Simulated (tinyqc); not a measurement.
# CMOS latch-up, two-transistor model: effects of single changes

A parasitic pnp (emitter at Vdd, base shunted by Rw) and npn (emitter at ground, base shunted by Rs) feed each other: the npn collector current flows out of the pnp base node, the pnp collector current into the npn base node. Forward-active transistors with constant gains: Icn = Isn exp(Vn/Vt), Icp = Isp (exp(Vp/Vt) - 1). A current Ii is injected into the npn base node.

Values chosen for this exercise; values close to those of bulk CMOS: temperature T = 250 K; current gain of the npn bn = 21.6; current gain of the pnp bp = 5.6; saturation current of the npn at T Isn = 2.1e-19 A; saturation current of the pnp at T Isp = 6e-20 A; substrate resistance shunting the npn Rs = 770 ohm; well resistance shunting the pnp Rw = 1300 ohm; resistance from the pnp collector to the npn base R2 = 27 ohm; base-emitter voltage in the on state Von = 0.8 V; saturation voltage Vsat = 0.11 V; supply voltage Vdd = 1.2 V.

Constants: q = 1.602176634e-19 C, kB = 1.380649e-23 J/K, Vt = kB T/q. Results are converted to the units shown.

Each table varies one quantity; the others keep the values above.

## Effect of the resistance from the pnp collector to the npn base

Node equations: Vp/Rw + Icp/bp = Icn and Vn/Rs + Icn/bn = Icp + Ii. Loop gain G = gn gp/[(1/Rw + gp/bp)(1/Rs + gn/bn)], gn = Icn/Vt, gp = (Icp + Isp)/Vt; the off state ends where G = 1, and Ii there is the trigger current. On state with both base-emitter voltages at Von: npn base current Ib = (Von/Rs + bp Von/Rw)/(bn bp - 1), holding current Ih = (bn + 1) Ib + Von/Rs, holding voltage Vh = Vsat + Von + R2 (Ib + Von/Rs).

The same in every row: Vn at trigger (V) = 0.76335; trigger current (mA) = 1.0134; Ih (mA) = 1.8839.

Result of one run:

| R2 (ohm) | Vh (V) |
|---|---|
| 270 | 1.2006 |

What becomes of these results when the resistance from the pnp collector to the npn base R2 is changed from 270 to 37 ohm, all else the same?

Result of the changed run:

| R2 (ohm) | Vh (V) |
|---|---|
| 37 | 0.94982 |

The whole series:

| R2 (ohm) | Vh (V) |
|---|---|
| 5 | 0.91538 |
| 14 | 0.92507 |
| 37 | 0.94982 |
| 100 | 1.0176 |
| 270 | 1.2006 |
| 740 | 1.7065 |
| 2000 | 3.0627 |

As R2 goes from 5 to 2000 ohm, the trigger current stays at 1.01 mA, Ih stays at 1.88 mA and Vh rises from 0.915 to 3.06 V. Vh exceeds the supply Vdd = 1.2 V, which then cannot sustain a latched state, in 3 of the 7 rows.

## Effect of the current gain of the pnp

Same model as above.

Effect of the current gain of the pnp:

| bp | Vn at trigger (V) | trigger current (mA) | Ih (mA) | Vh (V) |
|---|---|---|---|---|
| 0.059 | 0.79569 | 1.0384 | 89.600 | 1.0439 |
| 0.13 | 0.76589 | 1.0156 | 15.026 | 0.95476 |
| 0.27 | 0.76402 | 1.0142 | 6.6755 | 0.94479 |
| 0.58 | 0.76359 | 1.0137 | 3.7755 | 0.94132 |
| 1.2 | 0.76345 | 1.0136 | 2.6509 | 0.93998 |
| 2.6 | 0.76338 | 1.0135 | 2.1202 | 0.93934 |
| 5.6 | 0.76335 | 1.0134 | 1.8839 | 0.93906 |
| 12 | 0.76333 | 1.0134 | 1.7763 | 0.93893 |

As bp goes from 0.059 to 12, the trigger current falls from 1.04 to 1.01 mA, Ih falls from 89.6 to 1.78 mA and Vh falls from 1.04 to 0.939 V. Vh exceeds the supply Vdd = 1.2 V, which then cannot sustain a latched state, in 0 of the 8 rows. For bp = 0.028 the product of the gains is about one or less, so there is no latched state. For bp = 0.059 the holding current passes 50 mA, where high injection lowers the gains.

Computed by the program tinyqc: `OMP_NUM_THREADS=1 python tinyqc.py 2670020 2670021 out.jsonl`, one thread of a shared Intel Xeon 2.30GHz, about 0.04 s for the whole run.
